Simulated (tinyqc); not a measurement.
Inside a calculation. Model: thin-film transistor with exponential tail and deep states, accumulation layer.

Computed by the program tinyqc: `OMP_NUM_THREADS=1 python tinyqc.py 2610057 2610058 out.jsonl`, one thread of a shared Intel Xeon 2.30GHz, about 0.02 s for the whole run. Printed values are rounded.

An undoped film in accumulation, thicker than the space-charge layer. With band bending psi the Fermi level lies E0 - psi below the band edge. Free electrons n = n0 exp(psi/Vt) carry the current; electrons in two exponential distributions of traps, a = a0 exp(psi/Va) and d = d0 exp(psi/Vp), do not. Linear regime, ohmic contacts, traps in equilibrium.

Inputs (values chosen for the exercise); values close to those of amorphous indium gallium zinc oxide: temperature T = 300 K; relative permittivity of the semiconductor eps_r = 10; density of extended states Nc = 6.2e18 cm^-3; band mobility mb = 13 cm^2/(V s); total density of tail states Nt = 3.7e18 cm^-3; characteristic temperature of the tail Tt = 370 K; total density of deep states Nd = 9.9e16 cm^-3; characteristic temperature of the deep states Td = 1610 K; bulk Fermi level below the band edge E0 = 0.67 eV; gate capacitance Ci = 35 nF/cm^2; ratio W/L WL = 5; drain voltage Vd = 0.1 V; gate voltage above flat band Vg = 5.4 V.

Constants: q = 1.602176634e-19 C, kB = 1.380649e-23 J/K, Vt = kB T/q, eps0 = 8.8541878128e-14 F/cm where lengths are in cm. Results are converted to the units shown.

Range of the model: The th form assumes a Fermi level far below the band edge; at the surface it overcounts the filled tail by a factor of about 2.4.

## Bulk densities

Va = kB Tt/q, Vp = kB Td/q; n0 = Nc exp(-E0/Vt), a0 = Nt th(T/Tt) exp(-E0/Va), d0 = Nd th(T/Td) exp(-E0/Vp), th(x) = pi x/sin(pi x).

Va = 0.0318841 V
Vp = 0.138739 V
th(T/Tt) = 4.54884
n0 = 3.44260e7 cm^-3
a0 = 1.25898e10 cm^-3
d0 = 8.38359e14 cm^-3

## Iteration 1: surface potential by Newton steps

psi at the start = 0.57 V

Va = kB Tt/q, Vp = kB Td/q. G(psi) = sum over the three kinds of c0 [V (exp(psi/V) - 1) - psi], field F = sqrt(2 q G/(eps0 eps_r)); Vg = psi + eps0 eps_r F/Ci at the surface. f = psi + eps0 eps_r F/Ci - Vg, f' = 1 + q rho/(Ci F) with rho = sum c0 (exp(psi/V) - 1); psi(new) = psi - f/f'.

F = 109.522 kV/cm
f = -2.05934 V
f' = 39.0713
psi after iteration 1 = 0.622707 V

## Iteration 2: surface potential by Newton steps

As before.

F = 238.516 kV/cm
f = 1.25661 V
f' = 94.8063
psi after iteration 2 = 0.609453 V

## Course of the iteration: surface potential by Newton steps

Stop when psi changes by less than 1e-10 V, or after 30 iterations. psi must stay between 0 and 5 V.

Course of the iteration:
```
iteration	psi (V)	|change| (V)
1	0.622707	0.0527
2	0.609453	0.0133
3	0.607742	1.71e-3
4	0.607717	2.50e-5
5	0.607717	5.26e-9
6	0.607717	< 1e-14
```

Converged in 6 iterations. At the end the number of correct digits about doubles with each step.

## Free and total charge, current

psi_s = 0.607717 V

Va = kB Tt/q, Vp = kB Td/q. G(psi) = sum over the three kinds of c0 [V (exp(psi/V) - 1) - psi], field F = sqrt(2 q G/(eps0 eps_r)); Vg = psi + eps0 eps_r F/Ci at the surface. Total charge Q = Ci (Vg - psi_s); free charge Qf = q times the integral of n0 (exp(psi/Vt) - 1)/F over psi from 0 to psi_s; I = (W/L) mb Qf Vd; effective mobility mb Qf/Q.

surface densities (cm^-3): free 5.57294e17, tail 2.38641e18, deep 6.69522e16
Q = 167.730 nC/cm^2
Qf = 18.7275 nC/cm^2
effective mobility = 1.45148 cm^2/(V s)
I = 121.729 nA

11.2 % of the induced charge is free, against 18.5 % of the electrons right at the surface.
